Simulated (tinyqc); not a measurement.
## Reflectance at normal incidence against thickness

Normal incidence on air, film (n1) and substrate (N2 = n2 - i k2): r01 = (1 - n1)/(1 + n1), r12 = (n1 - N2)/(n1 + N2), amplitude (r01 + r12 X)/(1 + r01 r12 X), X = exp(-4 pi i n1 d/lam), R its squared modulus, phase from 0 to 360 degrees.

Parameters, values chosen for the exercise: wavelength lam = 405 nm; index of the transparent film n1 = 1.466; index of the substrate n2 = 5.42; extinction coefficient of the substrate k2 = 0.329.

Reflectance at normal incidence against thickness:
```
d (nm)  R (%)  phase of the reflected amplitude (degrees)
0       47.54                                       178.7
18      44.15                                       147.0
35      35.48                                       111.5
52      24.25                                       63.32
70      18.88                                       352.8
88      26.39                                       285.5
105     37.59                                       240.7
122     45.28                                       206.7
140     47.48                                       175.5
```

What does the table show?

R goes from 47.5 through a minimum of 18.9 (at d = 70 nm among the rows listed) to 47.5 %. At a quarter wave, d = 69.1 nm, R = 18.8 %; for a transparent substrate it would vanish for n1 = sqrt(n2) = 2.33.

Computed by the program tinyqc: `OMP_NUM_THREADS=1 python tinyqc.py 2870139 2870140 out.jsonl`, one thread of a shared Intel Xeon 2.30GHz, about 0.4 s for the whole run.
